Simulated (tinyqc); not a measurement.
What each parameter does: overlap of hydrogenic dopants: pairs, impurity band and the Mott density.

Ry* = Ry m/eps^2, aB = a0 eps/m. For 1s orbitals a distance rho = R/aB apart, in Ry*: overlap S = exp(-rho)(1 + rho + rho^2/3), J = (2/rho)(1 - (1 + rho) exp(-2 rho)) (attraction to the other ion), Kx = 2 (1 + rho) exp(-rho) (exchange of one electron). One electron on a pair has E = -1 - (J +/- Kx)/(1 +/- S), without the repulsion 2/rho of the ions. Hopping after orthogonalisation: t = (Kx - S J)/(1 - S^2), half the splitting. Dopants on a lattice with z neighbours, n = (3 sqrt3/4)/R^3 (bcc), give a band of width B = 2 z t, as on any lattice of two interpenetrating sublattices. Valleys, central cells and disorder are left out.

Constants: Ry = 13.60569312 eV; a0 (Bohr radius) = 0.5291772105 angstrom.

Inputs chosen for the exercise (an isotropic mass and dielectric constant of the size used for donors in Si; the results hold for these values, not for the real material):

| symbol | value | unit | meaning |
|---|---|---|---|
| m | 0.314 | m0 | mass |
| eps | 11.7 |  | dielectric constant |
| rho | 3.8 | aB | distance of a pair |
| N | 0.028 | 1/aB^3 | dopant density |
| z | 8 |  | neighbours in the dopant lattice |

At fixed N in units of 1/aB^3 and fixed rho: Ry*, 2t of the pair, B of the lattice and the density in 1e18/cm^3 (1/angstrom^3 = 1e24/cm^3).

One parameter was then changed.

Results before and after:

| case | Ry* (meV) | 2t (meV) | B (meV) | density (1e18/cm^3) |
|---|---|---|---|---|
| base | 31.209 | 6.6651 | 62.122 | 3.652 |
| changed | 31.209 | 4.5769 | 62.122 | 3.652 |

Which of these changes was made? (a) m = 0.3454 m0; (b) N = 0.042 1/aB^3; (c) rho = 4.3 aB; (d) eps = 12.87.
Answer: (c) rho = 4.3 aB. Of the candidates, run in turn, only this one gives the changed row.

All candidates:

| case | Ry* (meV) | 2t (meV) | B (meV) | density (1e18/cm^3) |
|---|---|---|---|---|
| base | 31.209 | 6.6651 | 62.122 | 3.652 |
| m = 0.3454 m0 | 34.330 | 7.3316 | 68.335 | 4.861 |
| eps = 12.87 | 25.792 | 5.5083 | 51.341 | 2.744 |
| rho = 4.3 aB | 31.209 | 4.5769 | 62.122 | 3.652 |
| N = 0.042 1/aB^3 | 31.209 | 6.6651 | 86.507 | 5.479 |

Computed by tinyqc, a small Python program: `OMP_NUM_THREADS=1 python tinyqc.py 1481591 1481592 out.jsonl` (the numbers bound the seed that draws the inputs); one thread of a shared host (Intel(R) Xeon(R) Processor @ 2.30GHz), about 0.01 s for the whole set of steps.
